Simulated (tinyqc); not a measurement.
Hubbard chain of 4 sites, step by step. One step of it, computed by the program tinyqc.

Question. Mean-field iteration 2. H(up) = T + U n(down), H(down) = T + U n(up); fill the lowest levels; n(new) = n + mixing (n(out) - n); E = tr T (rho up + rho down) + U sum n_up n_down of the output.

one-body matrix (hopping and site energies) (eV):
```
           1          2          3          4
1   0.000000  -1.610000   0.000000   0.000000
2  -1.610000   0.000000  -1.610000   0.000000
3   0.000000  -1.610000   0.000000  -1.610000
4   0.000000   0.000000  -1.610000   0.000000
```

U = 3.400000 eV

electrons, up and down: 2  2

mixing = 1

n(up) after iteration 1: 1 0.873291, 2 0.200918, 3 0.799082, 4 0.126709

n(down) after iteration 1: 1 0.126709, 2 0.799082, 3 0.200918, 4 0.873291

Give: levels, up; levels, down; energy; n(up) after iteration 2; n(down) after iteration 2.

Answer.

levels, up (eV): -1.132  0.151  3.249  4.532

levels, down (eV): -1.132  0.151  3.249  4.532

energy = -3.838 eV

n(up) after iteration 2: 1 0.833, 2 0.256, 3 0.744, 4 0.167

n(down) after iteration 2: 1 0.167, 2 0.744, 3 0.256, 4 0.833
